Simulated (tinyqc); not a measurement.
Binary melting diagram from solution models of liquid and solid: one step, computed by the program tinyqc. Command: `OMP_NUM_THREADS=1 python tinyqc.py 3024272 3024273 out.jsonl melt walk`. One thread of a shared host (Intel(R) Xeon(R) Processor @ 2.30GHz), about 0.01 s of CPU time with the checks.

x is the fraction of B. In a phase with interaction L: mu_A = G_A + R T ln(1 - x) + L x^2, mu_B = G_B + R T ln x + L (1 - x)^2. Melting: G(liquid) - G(solid) = H (1 - T/T_m) for each pure component.

Task: Dilute B in A: partition coefficient and slope. At T_A, k0 = exp[(dG_B(T_A) + L_L - L_S)/(R T_A)]; van 't Hoff: m_L = -R T_A^2 (1 - k0)/H_A per unit fraction. Burton-Prim-Slichter: k_eff = k0/[k0 + (1 - k0) exp(-V delta/D)]. Freezing range of c0: |m_L| c0 |1 - k0|/k0.

Inputs (values chosen for the exercise, for a model alloy): melting point T_A = 985 K; melting point T_B = 1220 K; heat of melting H_A = 23.8 kJ/mol; heat of melting H_B = 25.5 kJ/mol; liquid interaction L_L = 2.4 kJ/mol; solid interaction L_S = 0.46 kJ/mol; dilute content c0 of B = 0.002; growth number V delta/D = 1.3.

Diagram: complete solid solution (lens).

Constants: R = 8.314462618 J/(mol K).

Give: partition coefficient k0; liquidus slope m_L; effective coefficient k_eff; freezing range.

Result:

partition coefficient k0 = 2.309

liquidus slope m_L = 443.5 K

effective coefficient k_eff = 1.183

freezing range = 0.5028 K

k0 > 1: the solid takes up B and B raises the melting point. Faster growth moves k_eff towards 1.
